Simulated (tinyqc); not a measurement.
Worked calculation (part 1 of 3): UHF in the 6-31g basis, for H4, spin multiplicity 3. This run ends on a higher stationary point, not on the lowest solution. Computed by tinyqc, a small Python program that keeps every step (integrals from PySCF). Settings: charge = 0, multiplicity = 3, basis = 6-31g, energy threshold = 1e-10, iteration cap = 63, orthogonalisation = canonical, start = core, DIIS depth = 3, damping = 0.7, method = UHF. Command: `OMP_NUM_THREADS=1 python tinyqc.py 29539 29540 out.jsonl` (the two numbers bound the seeds that draw the settings). One thread of a shared host (Intel(R) Xeon(R) Processor @ 2.60GHz), about 0.2 s of CPU time with the checks. Later iterations appear only in the table of the cycle.

## One-electron integrals

Geometry (angstrom):
```
atom       x       y       z
H     0.0000  0.0000  0.0000
H     0.0000  0.0000  0.7110
H     0.0000  1.6980  0.0000
H     0.0000  1.6980  0.7110
```

Basis 6-31g: exponents (1/bohr^2) and contraction coefficients of normalised primitives:
```
element  l (shell)  exponent  coefficient
H            s (1)   18.7311       0.0335
H            s (1)    2.8254       0.2347
H            s (1)    0.6401       0.8138
H            s (2)    0.1613       1.0000
```

Overlap, kinetic and nuclear-attraction integrals over the contracted functions; the nuclear repulsion is the sum of Za Zb / Rab.

nuclear repulsion = 2.686766 hartree

overlap S, order 1H 1s, 1H 2s, 2H 1s, 2H 2s, 3H 1s, 3H 2s, 4H 1s, 4H 2s:
$$\begin{pmatrix}
1.0000 & 0.6583 & 0.4816 & 0.5192 & 0.0258 & 0.1704 & 0.0142 & 0.1346 \\
0.6583 & 1.0000 & 0.5192 & 0.8645 & 0.1704 & 0.4359 & 0.1346 & 0.3769 \\
0.4816 & 0.5192 & 1.0000 & 0.6583 & 0.0142 & 0.1346 & 0.0258 & 0.1704 \\
0.5192 & 0.8645 & 0.6583 & 1.0000 & 0.1346 & 0.3769 & 0.1704 & 0.4359 \\
0.0258 & 0.1704 & 0.0142 & 0.1346 & 1.0000 & 0.6583 & 0.4816 & 0.5192 \\
0.1704 & 0.4359 & 0.1346 & 0.3769 & 0.6583 & 1.0000 & 0.5192 & 0.8645 \\
0.0142 & 0.1346 & 0.0258 & 0.1704 & 0.4816 & 0.5192 & 1.0000 & 0.6583 \\
0.1346 & 0.3769 & 0.1704 & 0.4359 & 0.5192 & 0.8645 & 0.6583 & 1.0000
\end{pmatrix}$$

kinetic energy T (hartree), order 1H 1s, 1H 2s, 2H 1s, 2H 2s, 3H 1s, 3H 2s, 4H 1s, 4H 2s:
$$\begin{pmatrix}
1.3957 & 0.2597 & 0.2662 & 0.1722 & -0.0332 & 0.0066 & -0.0233 & -0.0031 \\
0.2597 & 0.2419 & 0.1722 & 0.1888 & 0.0066 & 0.0471 & -0.0031 & 0.0319 \\
0.2662 & 0.1722 & 1.3957 & 0.2597 & -0.0233 & -0.0031 & -0.0332 & 0.0066 \\
0.1722 & 0.1888 & 0.2597 & 0.2419 & -0.0031 & 0.0319 & 0.0066 & 0.0471 \\
-0.0332 & 0.0066 & -0.0233 & -0.0031 & 1.3957 & 0.2597 & 0.2662 & 0.1722 \\
0.0066 & 0.0471 & -0.0031 & 0.0319 & 0.2597 & 0.2419 & 0.1722 & 0.1888 \\
-0.0233 & -0.0031 & -0.0332 & 0.0066 & 0.2662 & 0.1722 & 1.3957 & 0.2597 \\
-0.0031 & 0.0319 & 0.0066 & 0.0471 & 0.1722 & 0.1888 & 0.2597 & 0.2419
\end{pmatrix}$$

nuclear attraction V (hartree), order 1H 1s, 1H 2s, 2H 1s, 2H 2s, 3H 1s, 3H 2s, 4H 1s, 4H 2s:
$$\begin{pmatrix}
-2.9810 & -1.5879 & -1.4140 & -1.2883 & -0.0573 & -0.4043 & -0.0329 & -0.3281 \\
-1.5879 & -1.7709 & -1.2883 & -1.5795 & -0.4043 & -0.8141 & -0.3281 & -0.7259 \\
-1.4140 & -1.2883 & -2.9810 & -1.5879 & -0.0329 & -0.3281 & -0.0573 & -0.4043 \\
-1.2883 & -1.5795 & -1.5879 & -1.7709 & -0.3281 & -0.7259 & -0.4043 & -0.8141 \\
-0.0573 & -0.4043 & -0.0329 & -0.3281 & -2.9810 & -1.5879 & -1.4140 & -1.2883 \\
-0.4043 & -0.8141 & -0.3281 & -0.7259 & -1.5879 & -1.7709 & -1.2883 & -1.5795 \\
-0.0329 & -0.3281 & -0.0573 & -0.4043 & -1.4140 & -1.2883 & -2.9810 & -1.5879 \\
-0.3281 & -0.7259 & -0.4043 & -0.8141 & -1.2883 & -1.5795 & -1.5879 & -1.7709
\end{pmatrix}$$

core Hamiltonian H = T + V (hartree), order 1H 1s, 1H 2s, 2H 1s, 2H 2s, 3H 1s, 3H 2s, 4H 1s, 4H 2s:
$$\begin{pmatrix}
-1.5853 & -1.3282 & -1.1478 & -1.1161 & -0.0905 & -0.3977 & -0.0563 & -0.3312 \\
-1.3282 & -1.5289 & -1.1161 & -1.3907 & -0.3977 & -0.7670 & -0.3312 & -0.6941 \\
-1.1478 & -1.1161 & -1.5853 & -1.3282 & -0.0563 & -0.3312 & -0.0905 & -0.3977 \\
-1.1161 & -1.3907 & -1.3282 & -1.5289 & -0.3312 & -0.6941 & -0.3977 & -0.7670 \\
-0.0905 & -0.3977 & -0.0563 & -0.3312 & -1.5853 & -1.3282 & -1.1478 & -1.1161 \\
-0.3977 & -0.7670 & -0.3312 & -0.6941 & -1.3282 & -1.5289 & -1.1161 & -1.3907 \\
-0.0563 & -0.3312 & -0.0905 & -0.3977 & -1.1478 & -1.1161 & -1.5853 & -1.3282 \\
-0.3312 & -0.6941 & -0.3977 & -0.7670 & -1.1161 & -1.3907 & -1.3282 & -1.5289
\end{pmatrix}$$

## Two-electron integrals

Functions are numbered as in S; the eight-fold symmetry (ij|kl) = (ji|kl) = (kl|ij) leaves the list below.

Two-electron integrals (ij|kl) in chemists' order, unique and non-zero (hartree):
```
(11|11) 1.0766     (21|11) 0.5785     (21|21) 0.3294     (22|11) 0.5874
(22|21) 0.3613     (22|22) 0.4532     (31|11) 0.4364     (31|21) 0.2475
(31|22) 0.2686     (31|31) 0.2252     (32|11) 0.3594     (32|21) 0.2170
(32|22) 0.2596     (32|31) 0.2038     (32|32) 0.2040     (33|11) 0.6809
(33|21) 0.4169     (33|22) 0.5040     (33|31) 0.4364     (33|32) 0.4501
(33|33) 1.0766     (41|11) 0.4501     (41|21) 0.2571     (41|22) 0.2834
(41|31) 0.2038     (41|32) 0.1819     (41|33) 0.3594     (41|41) 0.2040
(42|11) 0.4878     (42|21) 0.3015     (42|22) 0.3825     (42|31) 0.2414
(42|32) 0.2426     (42|33) 0.4878     (42|41) 0.2426     (42|42) 0.3387
(43|11) 0.4169     (43|21) 0.2559     (43|22) 0.3157     (43|31) 0.2475
(43|32) 0.2571     (43|33) 0.5785     (43|41) 0.2170     (43|42) 0.3015
(43|43) 0.3294     (44|11) 0.5040     (44|21) 0.3157     (44|22) 0.4128
(44|31) 0.2686     (44|32) 0.2834     (44|33) 0.5874     (44|41) 0.2596
(44|42) 0.3825     (44|43) 0.3613     (44|44) 0.4532     (51|11) 0.0154
(51|21) 0.0096     (51|22) 0.0121     (51|31) 0.0069     (51|32) 0.0066
(51|33) 0.0122     (51|41) 0.0075     (51|42) 0.0101     (51|43) 0.0078
(51|44) 0.0107     (51|51) 0.0006     (52|11) 0.0651     (52|21) 0.0424
(52|22) 0.0605     (52|31) 0.0303     (52|32) 0.0310     (52|33) 0.0581
(52|41) 0.0333     (52|42) 0.0511     (52|43) 0.0380     (52|44) 0.0555
(52|51) 0.0030     (52|52) 0.0216     (53|11) 0.0079     (53|21) 0.0050
(53|22) 0.0065     (53|31) 0.0040     (53|32) 0.0041     (53|33) 0.0080
(53|41) 0.0040     (53|42) 0.0058     (53|43) 0.0050     (53|44) 0.0065
(53|51) 3.00e-04   (53|52) 0.0016     (53|53) 1.82e-04   (54|11) 0.0511
(54|21) 0.0333     (54|22) 0.0476     (54|31) 0.0244     (54|32) 0.0252
(54|33) 0.0476     (54|41) 0.0264     (54|42) 0.0409     (54|43) 0.0311
(54|44) 0.0451     (54|51) 0.0024     (54|52) 0.0169     (54|53) 0.0013
(54|54) 0.0134     (55|11) 0.3116     (55|21) 0.2050     (55|22) 0.3059
(55|31) 0.1467     (55|32) 0.1531     (55|33) 0.2875     (55|41) 0.1612
(55|42) 0.2594     (55|43) 0.1892     (55|44) 0.2844     (55|51) 0.0154
(55|52) 0.1387     (55|53) 0.0080     (55|54) 0.1081     (55|55) 1.0766
(61|11) 0.1387     (61|21) 0.0804     (61|22) 0.0906     (61|31) 0.0599
(61|32) 0.0535     (61|33) 0.1022     (61|41) 0.0628     (61|42) 0.0757
(61|43) 0.0633     (61|44) 0.0795     (61|51) 0.0030     (61|52) 0.0135
(61|53) 0.0016     (61|54) 0.0106     (61|55) 0.0651     (61|61) 0.0216
(62|11) 0.2071     (62|21) 0.1305     (62|22) 0.1733     (62|31) 0.0957
(62|32) 0.0952     (62|33) 0.1825     (62|41) 0.1025     (62|42) 0.1466
(62|43) 0.1165     (62|44) 0.1594     (62|51) 0.0064     (62|52) 0.0376
(62|53) 0.0034     (62|54) 0.0295     (62|55) 0.2071     (62|61) 0.0376
(62|62) 0.0861     (63|11) 0.0878     (63|21) 0.0536     (63|22) 0.0654
(63|31) 0.0493     (63|32) 0.0498     (63|33) 0.1081     (63|41) 0.0448
(63|42) 0.0610     (63|43) 0.0628     (63|44) 0.0712     (63|51) 0.0020
(63|52) 0.0097     (63|53) 0.0013     (63|54) 0.0080     (63|55) 0.0476
(63|61) 0.0144     (63|62) 0.0272     (63|63) 0.0134     (64|11) 0.1732
(64|21) 0.1095     (64|22) 0.1466     (64|31) 0.0855     (64|32) 0.0879
(64|33) 0.1732     (64|41) 0.0879     (64|42) 0.1295     (64|43) 0.1095
(64|44) 0.1466     (64|51) 0.0053     (64|52) 0.0314     (64|53) 0.0031
(64|54) 0.0253     (64|55) 0.1732     (64|61) 0.0314     (64|62) 0.0727
(64|63) 0.0253     (64|64) 0.0644     (65|11) 0.2050     (65|21) 0.1346
(65|22) 0.1994     (65|31) 0.0965     (65|32) 0.1006     (65|33) 0.1892
(65|41) 0.1058     (65|42) 0.1693     (65|43) 0.1244     (65|44) 0.1860
(65|51) 0.0096     (65|52) 0.0804     (65|53) 0.0050     (65|54) 0.0628
(65|55) 0.5785     (65|61) 0.0424     (65|62) 0.1305     (65|63) 0.0311
(65|64) 0.1095     (65|65) 0.3294     (66|11) 0.3059     (66|21) 0.1994
(66|22) 0.2903     (66|31) 0.1442     (66|32) 0.1500     (66|33) 0.2844
(66|41) 0.1569     (66|42) 0.2472     (66|43) 0.1860     (66|44) 0.2736
(66|51) 0.0121     (66|52) 0.0906     (66|53) 0.0065     (66|54) 0.0712
(66|55) 0.5874     (66|61) 0.0605     (66|62) 0.1733     (66|63) 0.0451
(66|64) 0.1466     (66|65) 0.3613     (66|66) 0.4532     (71|11) 0.0080
(71|21) 0.0050     (71|22) 0.0065     (71|31) 0.0040     (71|32) 0.0040
(71|33) 0.0079     (71|41) 0.0041     (71|42) 0.0058     (71|43) 0.0050
(71|44) 0.0065     (71|51) 3.00e-04   (71|52) 0.0016     (71|53) 1.82e-04
(71|54) 0.0013     (71|55) 0.0079     (71|61) 0.0016     (71|62) 0.0034
(71|63) 0.0013     (71|64) 0.0031     (71|65) 0.0050     (71|66) 0.0065
(71|71) 1.82e-04   (72|11) 0.0476     (72|21) 0.0311     (72|22) 0.0451
(72|31) 0.0244     (72|32) 0.0264     (72|33) 0.0511     (72|41) 0.0252
(72|42) 0.0409     (72|43) 0.0333     (72|44) 0.0476     (72|51) 0.0020
(72|52) 0.0144     (72|53) 0.0013     (72|54) 0.0121     (72|55) 0.0878
(72|61) 0.0097     (72|62) 0.0272     (72|63) 0.0084     (72|64) 0.0253
(72|65) 0.0536     (72|66) 0.0654     (72|71) 0.0013     (72|72) 0.0134
(73|11) 0.0122     (73|21) 0.0078     (73|22) 0.0107     (73|31) 0.0069
(73|32) 0.0075     (73|33) 0.0154     (73|41) 0.0066     (73|42) 0.0101
(73|43) 0.0096     (73|44) 0.0121     (73|51) 4.26e-04   (73|52) 0.0024
(73|53) 3.00e-04   (73|54) 0.0020     (73|55) 0.0122     (73|61) 0.0024
(73|62) 0.0056     (73|63) 0.0024     (73|64) 0.0053     (73|65) 0.0078
(73|66) 0.0107     (73|71) 3.00e-04   (73|72) 0.0024     (73|73) 0.0006
(74|11) 0.0581     (74|21) 0.0380     (74|22) 0.0555     (74|31) 0.0303
(74|32) 0.0333     (74|33) 0.0651     (74|41) 0.0310     (74|42) 0.0511
(74|43) 0.0424     (74|44) 0.0605     (74|51) 0.0024     (74|52) 0.0170
(74|53) 0.0016     (74|54) 0.0144     (74|55) 0.1022     (74|61) 0.0117
(74|62) 0.0331     (74|63) 0.0106     (74|64) 0.0314     (74|65) 0.0633
(74|66) 0.0795     (74|71) 0.0016     (74|72) 0.0169     (74|73) 0.0030
(74|74) 0.0216     (75|11) 0.1467     (75|21) 0.0965     (75|22) 0.1442
(75|31) 0.0720     (75|32) 0.0770     (75|33) 0.1467     (75|41) 0.0770
(75|42) 0.1270     (75|43) 0.0965     (75|44) 0.1442     (75|51) 0.0069
(75|52) 0.0599     (75|53) 0.0040     (75|54) 0.0493     (75|55) 0.4364
(75|61) 0.0303     (75|62) 0.0957     (75|63) 0.0244     (75|64) 0.0855
(75|65) 0.2475     (75|66) 0.2686     (75|71) 0.0040     (75|72) 0.0493
(75|73) 0.0069     (75|74) 0.0599     (75|75) 0.2252     (76|11) 0.1531
(76|21) 0.1006     (76|22) 0.1500     (76|31) 0.0770     (76|32) 0.0837
(76|33) 0.1612     (76|41) 0.0810     (76|42) 0.1350     (76|43) 0.1058
(76|44) 0.1569     (76|51) 0.0066     (76|52) 0.0535     (76|53) 0.0040
(76|54) 0.0448     (76|55) 0.3594     (76|61) 0.0310     (76|62) 0.0952
(76|63) 0.0264     (76|64) 0.0879     (76|65) 0.2170     (76|66) 0.2596
(76|71) 0.0041     (76|72) 0.0498     (76|73) 0.0075     (76|74) 0.0628
(76|75) 0.2038     (76|76) 0.2040     (77|11) 0.2875     (77|21) 0.1892
(77|22) 0.2844     (77|31) 0.1467     (77|32) 0.1612     (77|33) 0.3116
(77|41) 0.1531     (77|42) 0.2594     (77|43) 0.2050     (77|44) 0.3059
(77|51) 0.0122     (77|52) 0.1022     (77|53) 0.0079     (77|54) 0.0878
(77|55) 0.6809     (77|61) 0.0581     (77|62) 0.1825     (77|63) 0.0511
(77|64) 0.1732     (77|65) 0.4169     (77|66) 0.5040     (77|71) 0.0080
(77|72) 0.1081     (77|73) 0.0154     (77|74) 0.1387     (77|75) 0.4364
(77|76) 0.4501     (77|77) 1.0766     (81|11) 0.1081     (81|21) 0.0628
(81|22) 0.0712     (81|31) 0.0493     (81|32) 0.0448     (81|33) 0.0878
(81|41) 0.0498     (81|42) 0.0610     (81|43) 0.0536     (81|44) 0.0654
(81|51) 0.0024     (81|52) 0.0106     (81|53) 0.0013     (81|54) 0.0084
(81|55) 0.0511     (81|61) 0.0169     (81|62) 0.0295     (81|63) 0.0121
(81|64) 0.0253     (81|65) 0.0333     (81|66) 0.0476     (81|71) 0.0013
(81|72) 0.0080     (81|73) 0.0020     (81|74) 0.0097     (81|75) 0.0244
(81|76) 0.0252     (81|77) 0.0476     (81|81) 0.0134     (82|11) 0.1732
(82|21) 0.1095     (82|22) 0.1466     (82|31) 0.0855     (82|32) 0.0879
(82|33) 0.1732     (82|41) 0.0879     (82|42) 0.1295     (82|43) 0.1095
(82|44) 0.1466     (82|51) 0.0053     (82|52) 0.0314     (82|53) 0.0031
(82|54) 0.0253     (82|55) 0.1732     (82|61) 0.0314     (82|62) 0.0727
(82|63) 0.0253     (82|64) 0.0644     (82|65) 0.1095     (82|66) 0.1466
(82|71) 0.0031     (82|72) 0.0253     (82|73) 0.0053     (82|74) 0.0314
(82|75) 0.0855     (82|76) 0.0879     (82|77) 0.1732     (82|81) 0.0253
(82|82) 0.0644     (83|11) 0.1022     (83|21) 0.0633     (83|22) 0.0795
(83|31) 0.0599     (83|32) 0.0628     (83|33) 0.1387     (83|41) 0.0535
(83|42) 0.0757     (83|43) 0.0804     (83|44) 0.0906     (83|51) 0.0024
(83|52) 0.0117     (83|53) 0.0016     (83|54) 0.0097     (83|55) 0.0581
(83|61) 0.0170     (83|62) 0.0331     (83|63) 0.0169     (83|64) 0.0314
(83|65) 0.0380     (83|66) 0.0555     (83|71) 0.0016     (83|72) 0.0106
(83|73) 0.0030     (83|74) 0.0135     (83|75) 0.0303     (83|76) 0.0333
(83|77) 0.0651     (83|81) 0.0144     (83|82) 0.0314     (83|83) 0.0216
(84|11) 0.1825     (84|21) 0.1165     (84|22) 0.1594     (84|31) 0.0957
(84|32) 0.1025     (84|33) 0.2071     (84|41) 0.0952     (84|42) 0.1466
(84|43) 0.1305     (84|44) 0.1733     (84|51) 0.0056     (84|52) 0.0331
(84|53) 0.0034     (84|54) 0.0272     (84|55) 0.1825     (84|61) 0.0331
(84|62) 0.0784     (84|63) 0.0295     (84|64) 0.0727     (84|65) 0.1165
(84|66) 0.1594     (84|71) 0.0034     (84|72) 0.0295     (84|73) 0.0064
(84|74) 0.0376     (84|75) 0.0957     (84|76) 0.1025     (84|77) 0.2071
(84|81) 0.0272     (84|82) 0.0727     (84|83) 0.0376     (84|84) 0.0861
(85|11) 0.1612     (85|21) 0.1058     (85|22) 0.1569     (85|31) 0.0770
(85|32) 0.0810     (85|33) 0.1531     (85|41) 0.0837     (85|42) 0.1350
(85|43) 0.1006     (85|44) 0.1500     (85|51) 0.0075     (85|52) 0.0628
(85|53) 0.0041     (85|54) 0.0498     (85|55) 0.4501     (85|61) 0.0333
(85|62) 0.1025     (85|63) 0.0252     (85|64) 0.0879     (85|65) 0.2571
(85|66) 0.2834     (85|71) 0.0040     (85|72) 0.0448     (85|73) 0.0066
(85|74) 0.0535     (85|75) 0.2038     (85|76) 0.1819     (85|77) 0.3594
(85|81) 0.0264     (85|82) 0.0879     (85|83) 0.0310     (85|84) 0.0952
(85|85) 0.2040     (86|11) 0.2594     (86|21) 0.1693     (86|22) 0.2472
(86|31) 0.1270     (86|32) 0.1350     (86|33) 0.2594     (86|41) 0.1350
(86|42) 0.2170     (86|43) 0.1693     (86|44) 0.2472     (86|51) 0.0101
(86|52) 0.0757     (86|53) 0.0058     (86|54) 0.0610     (86|55) 0.4878
(86|61) 0.0511     (86|62) 0.1466     (86|63) 0.0409     (86|64) 0.1295
(86|65) 0.3015     (86|66) 0.3825     (86|71) 0.0058     (86|72) 0.0610
(86|73) 0.0101     (86|74) 0.0757     (86|75) 0.2414     (86|76) 0.2426
(86|77) 0.4878     (86|81) 0.0409     (86|82) 0.1295     (86|83) 0.0511
(86|84) 0.1466     (86|85) 0.2426     (86|86) 0.3387     (87|11) 0.1892
(87|21) 0.1244     (87|22) 0.1860     (87|31) 0.0965     (87|32) 0.1058
(87|33) 0.2050     (87|41) 0.1006     (87|42) 0.1693     (87|43) 0.1346
(87|44) 0.1994     (87|51) 0.0078     (87|52) 0.0633     (87|53) 0.0050
(87|54) 0.0536     (87|55) 0.4169     (87|61) 0.0380     (87|62) 0.1165
(87|63) 0.0333     (87|64) 0.1095     (87|65) 0.2559     (87|66) 0.3157
(87|71) 0.0050     (87|72) 0.0628     (87|73) 0.0096     (87|74) 0.0804
(87|75) 0.2475     (87|76) 0.2571     (87|77) 0.5785     (87|81) 0.0311
(87|82) 0.1095     (87|83) 0.0424     (87|84) 0.1305     (87|85) 0.2170
(87|86) 0.3015     (87|87) 0.3294     (88|11) 0.2844     (88|21) 0.1860
(88|22) 0.2736     (88|31) 0.1442     (88|32) 0.1569     (88|33) 0.3059
(88|41) 0.1500     (88|42) 0.2472     (88|43) 0.1994     (88|44) 0.2903
(88|51) 0.0107     (88|52) 0.0795     (88|53) 0.0065     (88|54) 0.0654
(88|55) 0.5040     (88|61) 0.0555     (88|62) 0.1594     (88|63) 0.0476
(88|64) 0.1466     (88|65) 0.3157     (88|66) 0.4128     (88|71) 0.0065
(88|72) 0.0712     (88|73) 0.0121     (88|74) 0.0906     (88|75) 0.2686
(88|76) 0.2834     (88|77) 0.5874     (88|81) 0.0451     (88|82) 0.1466
(88|83) 0.0605     (88|84) 0.1733     (88|85) 0.2596     (88|86) 0.3825
(88|87) 0.3613     (88|88) 0.4532
```

## Orthogonalisation

S = U s U^T; canonical form X = U s^(-1/2), so that X^T S X = 1. Each column of U has its largest component positive (the first on a tie).

eigenvalues of S: [0.0530, 0.1199, 0.3526, 0.5083, 0.5303, 0.6046, 2.1407, 3.6906]

X, order 1H 1s, 1H 2s, 2H 1s, 2H 2s, 3H 1s, 3H 2s, 4H 1s, 4H 2s:
$$\begin{pmatrix}
-0.4817 & -0.5668 & -0.5265 & 0.5790 & 0.6695 & 0.5915 & 0.2667 & 0.1469 \\
2.1187 & 1.3283 & 0.6571 & -0.3957 & 0.1522 & 0.2524 & 0.2137 & 0.2149 \\
0.4817 & 0.5668 & -0.5265 & 0.5790 & -0.6695 & -0.5915 & 0.2667 & 0.1469 \\
-2.1187 & -1.3283 & 0.6571 & -0.3957 & -0.1522 & -0.2524 & 0.2137 & 0.2149 \\
0.4817 & -0.5668 & 0.5265 & 0.5790 & -0.6695 & 0.5915 & -0.2667 & 0.1469 \\
-2.1187 & 1.3283 & -0.6571 & -0.3957 & -0.1522 & 0.2524 & -0.2137 & 0.2149 \\
-0.4817 & 0.5668 & 0.5265 & 0.5790 & 0.6695 & -0.5915 & -0.2667 & 0.1469 \\
2.1187 & -1.3283 & -0.6571 & -0.3957 & 0.1522 & -0.2524 & -0.2137 & 0.2149
\end{pmatrix}$$

## Starting guess

The start is the orbitals of the core Hamiltonian; D(s) = C_occ C_occ^T for each spin.

D(alpha) at the start, order 1H 1s, 1H 2s, 2H 1s, 2H 2s, 3H 1s, 3H 2s, 4H 1s, 4H 2s:
$$\begin{pmatrix}
0.3040 & 0.3001 & 0.1234 & -0.1713 & 0.0562 & 0.2302 & -0.1244 & -0.2412 \\
0.3001 & 0.6347 & -0.1713 & -0.5957 & 0.2302 & 0.6150 & -0.2412 & -0.6154 \\
0.1234 & -0.1713 & 0.3040 & 0.3001 & -0.1244 & -0.2412 & 0.0562 & 0.2302 \\
-0.1713 & -0.5957 & 0.3001 & 0.6347 & -0.2412 & -0.6154 & 0.2302 & 0.6150 \\
0.0562 & 0.2302 & -0.1244 & -0.2412 & 0.3040 & 0.3001 & 0.1234 & -0.1713 \\
0.2302 & 0.6150 & -0.2412 & -0.6154 & 0.3001 & 0.6347 & -0.1713 & -0.5957 \\
-0.1244 & -0.2412 & 0.0562 & 0.2302 & 0.1234 & -0.1713 & 0.3040 & 0.3001 \\
-0.2412 & -0.6154 & 0.2302 & 0.6150 & -0.1713 & -0.5957 & 0.3001 & 0.6347
\end{pmatrix}$$

D(beta) at the start, order 1H 1s, 1H 2s, 2H 1s, 2H 2s, 3H 1s, 3H 2s, 4H 1s, 4H 2s:
$$\begin{pmatrix}
0.0898 & 0.0295 & 0.0898 & 0.0295 & 0.0898 & 0.0295 & 0.0898 & 0.0295 \\
0.0295 & 0.0097 & 0.0295 & 0.0097 & 0.0295 & 0.0097 & 0.0295 & 0.0097 \\
0.0898 & 0.0295 & 0.0898 & 0.0295 & 0.0898 & 0.0295 & 0.0898 & 0.0295 \\
0.0295 & 0.0097 & 0.0295 & 0.0097 & 0.0295 & 0.0097 & 0.0295 & 0.0097 \\
0.0898 & 0.0295 & 0.0898 & 0.0295 & 0.0898 & 0.0295 & 0.0898 & 0.0295 \\
0.0295 & 0.0097 & 0.0295 & 0.0097 & 0.0295 & 0.0097 & 0.0295 & 0.0097 \\
0.0898 & 0.0295 & 0.0898 & 0.0295 & 0.0898 & 0.0295 & 0.0898 & 0.0295 \\
0.0295 & 0.0097 & 0.0295 & 0.0097 & 0.0295 & 0.0097 & 0.0295 & 0.0097
\end{pmatrix}$$
